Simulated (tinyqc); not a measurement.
Worked calculation: geometry optimisation on the RHF/sto-3g surface (energies and gradients from PySCF), for HeH+, spin multiplicity 1. One step of it, computed by the program tinyqc.

Question. Step 1: move. Quasi-Newton step p = -H^(-1) g (first H = 1 times the unit matrix); steps longer than 0.5 bohr are cut back.

positions at the start (bohr), order 1He, 2H:
```
[[0.000000, 0.000000, 0.000000],
 [0.000000, 0.000000, 1.396508]]
```

gradient (hartree/bohr), order 1He, 2H:
```
[[0.00000000, 0.00000000, 0.14648855],
 [0.00000000, 0.00000000, -0.14648855]]
```

Give: positions after step 1.

Answer.

positions after step 1 (bohr), order 1He, 2H:
```
[[0.0000, 0.0000, -0.1465],
 [0.0000, 0.0000, 1.5430]]
```
